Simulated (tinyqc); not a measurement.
Gupta-type many-body potential for a metal: one step, computed by the program tinyqc.

E_i = sum_j A exp(-p (r_ij/r0 - 1)) - xi rho_i^gamma, with rho_i = sum_j exp(-2 q (r_ij/r0 - 1)); gamma = 1/2 is the tight-binding second-moment form. The crystal is fcc unless stated; d is the neighbour distance and a fixed number of shells is kept.

Problem. Unrelaxed vacancy. Each neighbour j of the vacancy loses one repulsive term and one density term: E_v = sum_shells count x {-repulsion - xi [(rho - density)^gamma - rho^gamma]}. (The removed atom returns to a bulk-like site, so its own energy cancels.)

Inputs (values chosen for the exercise, for a model metal): hopping xi = 1.78 eV; embedding exponent gamma = 0.6.

Shells:
```
shell  count  r (angstrom)  repulsion (eV)    density
1         12      2.793163       0.2867980  0.9503534
```

density rho = 11.40424

repulsive energy = 3.441576 eV

Give: vacancy energy E_v; ratio E_v/E_c, E_c = xi rho^gamma less the repulsive energy.

Solution.

vacancy energy E_v = 1.239 eV

ratio E_v/E_c, E_c = xi rho^gamma less the repulsive energy = 0.2931

A pair potential gives E_v = E_c; here the ratio is 0.29, as the remaining bonds of the neighbours strengthen when one is lost.
